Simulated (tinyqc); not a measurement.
Hubbard ring of 3 sites, step by step. Computed by tinyqc, a small Python program that keeps every step. Settings: hopping = 1.48, U = 1.6, mixing = 0.2, iteration cap = 68. Command: `OMP_NUM_THREADS=1 python tinyqc.py 26578 26579 out.jsonl` (the two numbers bound the seeds that draw the settings). One thread of a shared host (Intel(R) Xeon(R) Processor @ 2.60GHz), about 0.2 s of CPU time with the checks. Later iterations appear only in the table of the cycle.

## Mean-field iteration 1

one-body matrix (hopping and site energies) (eV), lower triangle:
```
         1        2       3
1   0.0000
2  -1.4800   0.0000
3  -1.4800  -1.4800  0.0000
```

U = 1.6000 eV

electrons, up and down: 2  1

mixing = 0.2000

n(up) at the start (a guess, not normalised): 1 0.7170, 2 0.6170, 3 0.7170

n(down) at the start (a guess): 1 0.2830, 2 0.3830, 3 0.2830

H(up) = T + U n(down), H(down) = T + U n(up); fill the lowest levels; n(new) = n + mixing (n(out) - n); E = tr T (rho up + rho down) + U sum n_up n_down of the output.

levels, up (eV): -2.4551  1.9328  2.0407

levels, down (eV): -1.8674  2.5218  2.6272

energy = -3.3844 eV

n(up) after iteration 1: 1 0.7418, 2 0.5571, 3 0.7418

n(down) after iteration 1: 1 0.2914, 2 0.3763, 3 0.2914

## Mean-field iteration 2

As before.

levels, up (eV): -2.4493  1.9463  2.0378

levels, down (eV): -1.8760  2.4744  2.6669

energy = -3.3933 eV

n(up) after iteration 2: 1 0.7615, 2 0.5097, 3 0.7615

n(down) after iteration 2: 1 0.2968, 2 0.3738, 3 0.2968

## Convergence

Each step fills the lowest levels of T + U n(other spin) and sets n(new) = n + mixing (n(out) - n); stop when output and input agree to 1e-8.

Course of the cycle:
```
iteration     E (eV)  largest |n(out) - n(in)|  mean |n_up - n_down|
1          -3.384427                  2.99e-01                0.3547
2          -3.393280                  2.37e-01                0.3626
3          -3.398882                  1.89e-01                0.3695
4          -3.402456                  1.50e-01                0.3754
5          -3.404760                  1.20e-01                0.3805
6          -3.406264                  9.67e-02                0.3848
7          -3.407258                  7.80e-02                0.3885
8          -3.407923                  6.31e-02                0.3917
9          -3.408374                  5.13e-02                0.3943
10         -3.408683                  4.18e-02                0.3966
11         -3.408896                  3.42e-02                0.3985
...              ...                       ...                   ...
58         -3.409407                  1.24e-05                0.4094
59         -3.409407                  1.05e-05                0.4094
60         -3.409407                  8.94e-06                0.4094
61         -3.409407                  7.60e-06                0.4094
62         -3.409407                  6.46e-06                0.4094
63         -3.409407                  5.49e-06                0.4094
64         -3.409407                  4.67e-06                0.4094
65         -3.409407                  3.97e-06                0.4094
66         -3.409407                  3.38e-06                0.4094
67         -3.409407                  2.87e-06                0.4094
68         -3.409407                  2.44e-06                0.4094
```

Not converged within 68 iterations: the residual falls steadily but slowly, by a factor of about 0.85 a step. The lowest mean-field energy found from random starts is -3.40941 eV. Reruns (cap 100 unless said): mixing 0.5: converged in 36 (E = -3.40941); mixing 0.9: converged in 16 (E = -3.40941); the original settings with a cap of 400: converged in 102 (E = -3.40941).

## The many-body Hamiltonian

Basis: all placements (u, d, 2, 0 on each site), up operators ordered before down ones; hops carry the sign of the same-spin electrons passed.

H (eV), lower triangle:
```
         2u0      u20      uud      20u      udu      u02      duu      02u
2u0   1.6000
u20  -1.4800   1.6000
uud  -1.4800  -1.4800   0.0000
20u  -1.4800   0.0000   0.0000   1.6000
udu   0.0000  -1.4800   0.0000  -1.4800   0.0000
u02   0.0000   0.0000  -1.4800  -1.4800  -1.4800   1.6000
duu   1.4800   0.0000   0.0000  -1.4800   0.0000   0.0000   0.0000
02u   0.0000   1.4800   0.0000   0.0000  -1.4800   0.0000  -1.4800   1.6000
0u2   0.0000   0.0000   1.4800   0.0000   0.0000  -1.4800  -1.4800  -1.4800

        0u2
0u2  1.6000
```

## Exact diagonalisation (9 states)

Lowest levels of the sector, and the double occupancy of the lowest state.

lowest levels (eV): -3.4758  -3.4758  0.0000  1.0814  1.0814  1.6000

double occupancy per site = 0.1786

## The lowest level by Lanczos steps

From a random start vector (not printed): a_j = <q_j|H|q_j>, b_j = norm of the remainder after orthogonalising; the Ritz value is the lowest eigenvalue of the tridiagonal matrix of a and b so far.

Lanczos:
```
j  a_j (eV)  b_j (eV)  lowest Ritz value (eV)
1    0.0608    3.1955                0.060764
2    1.4604    3.0415               -2.510716
3    1.3064    1.0766               -3.424686
4    0.8743    0.1600               -3.475702
5    1.0981         0               -3.475770
```
